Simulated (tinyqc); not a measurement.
Length of a molecular wire: coherent transport through a tight-binding bridge. Computed by the program tinyqc. T = Gamma_L Gamma_R |G_1n|^2 with the self-energies of semi-infinite chains.

A uniform bridge between two chains:

| parameter | value |
|---|---|
| site energy (eV) | 2.830000 |
| hopping in the bridge (eV) | 0.750000 |
| lead hopping (eV) | 1.920000 |
| couplings (eV) | 1.06, 0.55 |
| E (eV) | 0.350000 |

Transmission against length:

| sites | T | ln T |
|---|---|---|
| 2 | 5.7919e-03 | -5.1513 |
| 3 | 6.5527e-04 | -7.3305 |
| 4 | 7.4270e-05 | -9.5078 |
| 5 | 8.4198e-06 | -11.6849 |
| 6 | 9.5455e-07 | -13.8620 |
| 7 | 1.0822e-07 | -16.0391 |
| 8 | 1.2269e-08 | -18.2162 |
| 9 | 1.3909e-09 | -20.3933 |
| 10 | 1.5769e-10 | -22.5704 |

What does the comparison show, and why?

E lies outside the band of the bridge (|E - e|/2h = 1.653 > 1), so T decays as exp(-beta n) with beta = 2 arccosh(1.653) = 2.1771 a site; the last two rows give 2.1771.
